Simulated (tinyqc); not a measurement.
Time-domain thermoreflectance: layered heat flow under a modulated pulse train, and what the signal ratio measures: one step, computed by the program tinyqc.

Pulses repeat at 80 MHz; heat is laid down at the surface, all layers are isotropic, and the film is in perfect contact with the substrate.

Task: Length and time scales. Penetration depth sqrt(kappa/(pi f C)); effusivity sqrt(kappa C); cooling time of the metal d C_m/G; Kapitza length kappa/G.

Inputs (values chosen for the exercise, modelled on aluminium on sapphire): metal thickness d = 110 nm; metal heat capacity = 2.42 MJ/(m^3 K); boundary conductance G under the metal = 76 MW/(m^2 K); substrate conductivity kappa = 35.2 W/(m K); substrate heat capacity C = 3.06 MJ/(m^3 K); modulation frequency f = 2 MHz; spot radius w (1/e^2, pump and probe) = 15 micrometre.

Stack: metal, film, substrate.

Give: penetration depth; effusivity; cooling time of the metal; Kapitza length; depth over spot radius.

Result:

penetration depth = 1.353 micrometre

effusivity = 10378 W s^(1/2)/(m^2 K)

cooling time of the metal = 3503 ps

Kapitza length = 463.2 nm

depth over spot radius = 0.09020
